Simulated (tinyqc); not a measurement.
From a target to a composition: model-solid line-up of a strained alloy layer on a substrate.

Problem. A layer of the alloy is strained to the substrate, and its gap (Ec minus the top valence edge) is given. Find x between 0.02 and 0.89, where the gap is monotonic.

All values of the alloy are linear in x but the gap, Eg(x) = (1 - x) Eg_A + x Eg_B - C x (1 - x), and the valence edge, Ev(x) = (1 - x) Ev_A + x Ev_B + fv C x (1 - x); Ec = Ev + Eg. Ev is the top of the unstrained valence band on a scale common to all materials. In the layer only the Gamma valley of the conduction band is followed, also where an X or L valley would lie lower.

Coherent growth on a (001) face: e_par = (a_s - a)/a, e_perp = -2 (C12/C11) e_par; exx = eyy = e_par, ezz = e_perp, no shear.

Strained edges: Ec + ac tr(e); the valence edges are Ev plus the levels of the 6 x 6 matrix of X, Y, Z times spin with -Dso/3 + l exx + m (eyy + ezz) on the diagonal (cyclic), n exy off it, l = av + 2 b, m = av - b, n = sqrt(3) d. Spin-orbit term (Dso/3) L.sigma on X, Y, Z with (L_k)_ij = -i epsilon_kij: <X+|H|Y+> = -i Dso/3, <X+|H|Z-> = Dso/3, <Y+|H|Z-> = -i Dso/3, <Z+|H|X-> = -Dso/3, <Z+|H|Y-> = i Dso/3, <X-|H|Y-> = i Dso/3, and their conjugates; + and - are the spin along z.

Parameters, chosen for this exercise (A near InAs, B near AlAs, substrate near InP; shifted at random, so the results belong to these values and not to a real crystal): a = (6.051, 5.664) angstrom (lattice constant of A, B); Eg = (0.422, 3.084) eV (gap at Gamma to the s-like level of A, B); Dso = (0.389, 0.278) eV (spin-orbit splitting of A, B); Ev = (-0.59, -1.32) eV (top of the unstrained valence band of A, B); ac = (-5.05, -5.57) eV (conduction deformation potential of A, B); av = (0.99, 2.45) eV (valence hydrostatic potential of A, B); b = (-1.79, -2.27) eV (tetragonal shear potential of A, B); d = (-3.57, -3.39) eV (trigonal shear potential of A, B); C11 = (82.3, 125) GPa (of A, B); C12 = (45.8, 53.8) GPa (of A, B); C44 = (40, 54.7) GPa (of A, B); C = 0.708 eV (bowing of the gap); fv = 0.2 (share of the bowing taken by the valence edge); a_s = 5.874 angstrom (substrate); face = 001 (growth face).

strained gap = 1.189589 eV

Find: x; e_par; gap of the relaxed alloy.

Solution. Bisect on x; the strained gap is 0.5076 eV at x = 0.02 and 2.2802 eV at x = 0.89.

x = 0.340
e_par = -0.767 %
gap of the relaxed alloy = 1.168 eV

tinyqc: `OMP_NUM_THREADS=1 python tinyqc.py 1050824 1050825 out.jsonl`; about 0.01 s, one thread, shared Intel(R) Xeon(R) Processor @ 2.30GHz.
